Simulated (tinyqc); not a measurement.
Surface photovoltage measurement of the minority-carrier diffusion length in a wafer: one step, computed by the program tinyqc.

Low injection, steady light, a depletion layer much thinner than 1/alpha and L. The excess density dn is taken at the front edge of the neutral region; light that reaches the back is lost.

Task: One wavelength. alpha = (84.732/lambda - 76.417)^2 per cm with lambda in micrometre (an empirical fit for silicon between 0.7 and 1.05 micrometre). Thick wafer: dn = Phi L/((S_f + D/L)(L + 1/alpha)). Finite wafer, with s = S_b L/D, w = W/L, a = alpha L: dn = [Phi a/(a^2 - 1)] [a - B - exp(-alpha W)(a - s)/(cosh w + s sinh w)]/(S_f + B D/L), B = (sinh w + s cosh w)/(cosh w + s sinh w). Photovoltage V = (k_B T/e) ln(1 + dn/n_0). Lifetime = L^2/D.

Inputs (values chosen for the exercise, modelled on p-type silicon at room temperature): diffusion length L = 310 micrometre; wafer thickness W = 775 micrometre; diffusivity D = 29.8 cm^2/s; front recombination velocity S_f = 120 cm/s; back recombination velocity S_b = 160 cm/s; photon flux entering = 5.5e+13 1/(cm^2 s); minority density at the surface barrier scale n_0 = 9.7e+10 1/cm^3; temperature T = 298 K; wavelength = 834 nm.

Constants: k_B = 8.617333262e-05 eV/K.

Give: alpha; penetration depth 1/alpha; dn, thick wafer; B; dn, finite wafer; photovoltage V; lifetime.

Result:

alpha = 634.0 1/cm

penetration depth 1/alpha = 15.77 micrometre

dn, thick wafer = 4.840e+10 1/cm^3

B = 0.9904

dn, finite wafer = 4.884e+10 1/cm^3

photovoltage V = 10.47 mV

lifetime = 32.25 microsecond

Caution: dn is not small against n_0, so V is not linear in the flux; the constant-flux reading then needs dn, not V.
